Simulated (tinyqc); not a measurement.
From one set of inputs to another, one input at a time: out-diffusion of a doped substrate or buried layer into a growing epitaxial film. Computed by tinyqc, a small Python program. Command: `OMP_NUM_THREADS=1 python tinyqc.py 3031717 3031718 out.jsonl buried ladder`. One thread of a shared host (Intel(R) Xeon(R) Processor @ 2.30GHz), about 0.02 s of CPU time with the checks.

x is counted from the original substrate surface into the film, whose surface moves as x = v t. Substrate dopant has one diffusivity; the dopant of the film is taken as uniform.

The inputs printed are set A. Set A is modelled on arsenic in silicon; the values taken over come from a set modelled on phosphorus in silicon. Inputs not listed in the table keep their values of set A, so the rows need not describe a real material.

Inputs (values chosen for the exercise, modelled on arsenic in silicon):

| quantity | value | unit |
|---|---|---|
| prefactor D0 | 9.44 | cm^2/s |
| activation energy E | 4.02 | eV |
| substrate concentration C_s | 3.3e+18 | 1/cm^3 |
| film doping C_e | 3.8e+16 | 1/cm^3 |
| growth rate v | 2.4 | um/min |
| film thickness d | 0.48 | um |
| growth temperature T | 1200 | C |
| autodoping level at the start, as a share of C_s | 1e-05 | - |
| decay length of autodoping | 0.74 | um |
| later thermal budget (Dt)2 | 2.4e-12 | cm^2 |

Film doping: same type as the substrate.

Constants: k_B = 8.617333262e-05 eV/K.

Method:
- D = D0 exp(-E/(k_B T)); growth time t = d/v; l = 2 sqrt(D t); growth number G = v t/l = d/l; 1 um = 1e-4 cm.
- Temperatures in kelvin are T(C) + 273.15.
- After growth and the later budget: l2 = 2 sqrt(D t + (Dt)2); C(x) = (C_s/2) erfc(x/l2) + share x C_s exp(-x/decay length) for x > 0 (autodoping taken as unchanged by the later budget). The transition x_t solves C(x) = C_e, where the total doping is twice the intended value.
- Usable film = d - x_t. Also give x_t for the erfc term alone, after growth and after the later budget.

Each row keeps all changes above it:

| input moved | from | to | x_t after growth, erfc alone (um) | x_t after the later budget, erfc alone (um) | usable film (um) |
|---|---|---|---|---|---|
| set A | - | - | 0.04548 | 0.0674 | 0.4126 |
| substrate concentration C_s (1/cm^3) | 3.3e+18 | 1.2e+19 | 0.05462 | 0.0810 | 0.3990 |
| film doping C_e (1/cm^3) | 3.8e+16 | 9.7e+14 | 0.07548 | 0.1119 | 0.3672 |
| growth temperature T (C) | 1200 | 975 | 0.00435 | 0.0828 | 0.3966 |
| later thermal budget (Dt)2 (cm^2) | 2.4e-12 | 3.3e-12 | 0.00435 | 0.0970 | 0.3823 |
| decay length of autodoping (um) | 0.74 | 0.35 | 0.00435 | 0.0970 | 0.3824 |
| prefactor D0 (cm^2/s) and activation energy E (eV) | 9.44, 4.02 | 5.21, 3.71 | 0.01365 | 0.0979 | 0.3815 |

x_t after growth, erfc alone goes from 0.0455 to 0.0136, a factor 0.300 in all. The largest single move comes from growth temperature T (a factor 0.0576), and prefactor D0 with activation energy E works against it (a factor 3.14). x_t after the later budget, erfc alone goes from 0.0674 to 0.0979, a factor 1.45 in all. The largest single move comes from film doping C_e (a factor 1.38), and growth temperature T works against it (a factor 0.739). Usable film goes from 0.413 to 0.381, a factor 0.925 in all. The largest single move comes from film doping C_e (a factor 0.920), and growth temperature T works against it (a factor 1.08). The single moves hold for this order of the switches; the total does not depend on the order.

Caution (rows growth temperature T, later thermal budget (Dt)2, decay length of autodoping, prefactor D0): the substrate doping is comparable to or above the intrinsic density at growth temperature, so the diffusivity may be higher on that side.

Extremes, crossings and ranges named in words are read from the listed rows.
